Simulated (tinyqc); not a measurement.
## On-chip interconnect, size-dependent resistivity and RC delay: course in time

A rectangular line between two neighbours and two ground planes. Surface and grain-boundary scattering are added to the bulk resistivity as corrections; capacitances are parallel-plate values without fringing; inductance is ignored.

4 equal pi sections: series Rs = r Lw/4; node capacitances c Lw/4, halved at nodes 0 and 4, with Cl added to node 4; Rd feeds node 0. Elmore delay of node k: the sum, over the resistors on the path to k, of resistance times all capacitance downstream of it.

A 1 V step is applied behind Rd at t = 0. C dv/dt = -G v + b, with G the conductance matrix of the ladder (1/Rs between neighbours, 1/Rd added at node 0) and b = (1 V/Rd, 0, ...). Backward Euler step: (C/dt + G) v(new) = (C/dt) v + b. The last column solves the same ladder exactly by its modes.

Values chosen for this exercise:
- Rd = 4000 ohm (driver resistance)
- dt = 990 ps (time step)

Rs = 34544.2 ohm
C, node 0 to 4 (fF): [5.49696, 10.9939, 10.9939, 10.9939, 5.57596]

Voltages (V):

| t (ps) | node 0 | node 2 | node 4 | node 4, exact |
|---|---|---|---|---|
| 990.00 | 0.93114 | 0.29651 | 0.16051 | 0.15183 |
| 1980.0 | 0.96830 | 0.50653 | 0.35430 | 0.40562 |
| 2970.0 | 0.97851 | 0.64693 | 0.52053 | 0.59070 |
| 3960.0 | 0.98467 | 0.74473 | 0.64861 | 0.71848 |
| 4950.0 | 0.98892 | 0.81468 | 0.74368 | 0.80638 |
| 5940.0 | 0.99195 | 0.86526 | 0.81333 | 0.86684 |
| 6930.0 | 0.99415 | 0.90199 | 0.86414 | 0.90841 |
| 7920.0 | 0.99574 | 0.92869 | 0.90113 | 0.93701 |
| 8910.0 | 0.99690 | 0.94811 | 0.92806 | 0.95668 |
| 9900.0 | 0.99775 | 0.96225 | 0.94765 | 0.97021 |
| 10890 | 0.99836 | 0.97253 | 0.96191 | 0.97951 |
| 11880 | 0.99881 | 0.98001 | 0.97228 | 0.98591 |

What does the comparison show?

The far end of the ladder reaches 0.5 V at 2440 ps, 0.756 of its Elmore delay (ln 2 = 0.693 for a single pole); the slowest mode has a time constant of 2645 ps. The largest error of the backward Euler steps at that node is 70 mV.

Range of the model: The metal width is under the mean free path, where the thick-limit surface term and the simple sum of corrections lose accuracy.

Numbers from tinyqc (`OMP_NUM_THREADS=1 python tinyqc.py 2100039 2100040 out.jsonl`; about 0.01 s on one thread of a shared Intel Xeon 2.30GHz).
